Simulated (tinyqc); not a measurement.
# MOSFET in the linear regime without short-channel effects, parameter extraction from computed curves: extraction methods against the temperature

Inversion charge Q = Cox n Vt W0(exp((Vg - VT)/(n Vt))), W0 the Lambert function and n = nf; u = Q/Cox; mobility mu = mu0/(1 + th1 u + th2 u^2); channel resistance Rch = (L - dL)/(W mu Q); Id = Vd/(Rch + Rsd/W). Cox = eps0 eox/tox. Small Vd, no channel-length or drain effects.

From the continuous curve Id(Vg): tangent at peak gm (V_ext = Vg - Id/gm); constant current Id = 0.1 uA W/L; peak of d2Id/dVg2; Y = Id/sqrt(gm) drawn through Vg = VT + 0.6 and VT + 0.8 V, with intercept VT_Y and slope s. Mobilities gm,max L/(W Cox Vd) and s^2 L/(W Cox Vd) with the drawn L. Last column: share of Rsd/W in the total resistance at VT + 0.8 V.

Parameters, values chosen for the exercise; channel values of the order met in silicon transistors:

| symbol | value | unit | meaning |
|---|---|---|---|
| eox | 9.12 |  | relative permittivity of the gate insulator (close to aluminium oxide) |
| tox | 3 | nm | insulator thickness |
| mu0 | 430 | cm^2/(V s) | low-field mobility |
| th1 | 0.44 | 1/V | first mobility attenuation factor |
| th2 | 0.07 | 1/V^2 | second mobility attenuation factor |
| VT | 0.6 | V | threshold voltage |
| nf | 1.16 |  | body factor |
| W | 1 | um | gate width |
| L | 0.83 | um | drawn gate length |
| dL | 0.005 | um | drawn less effective length |
| Rsd | 120 | ohm um | source plus drain resistance |
| Vd | 0.05 | V | drain voltage |

Constants: q = 1.602176634e-19 C, kB = 1.380649e-23 J/K, Vt = kB T/q, eps0 = 8.8541878128e-14 F/cm where lengths are in cm. Results are converted to the units shown.

Results:

| T (K) | V_ext (V) | constant current (V) | second derivative (V) | VT_Y (V) | mobility from gm (cm^2/(V s)) | mobility from Y (cm^2/(V s)) | series share (%) |
|---|---|---|---|---|---|---|---|
| 77 | 0.606 | 0.590 | 0.599 | 0.643 | 358 | 465 | 8.55 |
| 110 | 0.606 | 0.581 | 0.598 | 0.648 | 346 | 459 | 8.47 |
| 150 | 0.606 | 0.569 | 0.596 | 0.653 | 334 | 452 | 8.38 |
| 300 | 0.601 | 0.516 | 0.591 | 0.661 | 301 | 426 | 8.11 |
| 370 | 0.597 | 0.488 | 0.588 | 0.663 | 290 | 415 | 8.01 |
| 450 | 0.592 | 0.455 | 0.584 | 0.662 | 279 | 402 | 7.90 |

Estimate the missing row, T = 220 K.

Computed row:

| T (K) | V_ext (V) | constant current (V) | second derivative (V) | VT_Y (V) | mobility from gm (cm^2/(V s)) | mobility from Y (cm^2/(V s)) | series share (%) |
|---|---|---|---|---|---|---|---|
| 220 | 0.605 | 0.546 | 0.594 | 0.658 | 317 | 440 | 8.25 |

With this row back in the table: The model has VT = 0.6 V and mu0 = 430 cm^2/(V s). Over the table the extracted thresholds move by 15 mV (tangent), 140 mV (constant current), 15 mV (second derivative), 19 mV (Y function). The mobility from gm falls from 358 to 279 and that from Y falls from 465 to 402 cm^2/(V s).

Numbers from tinyqc (`OMP_NUM_THREADS=1 python tinyqc.py 2210123 2210124 out.jsonl`; about 0.01 s on one thread of a shared Intel Xeon 2.30GHz).
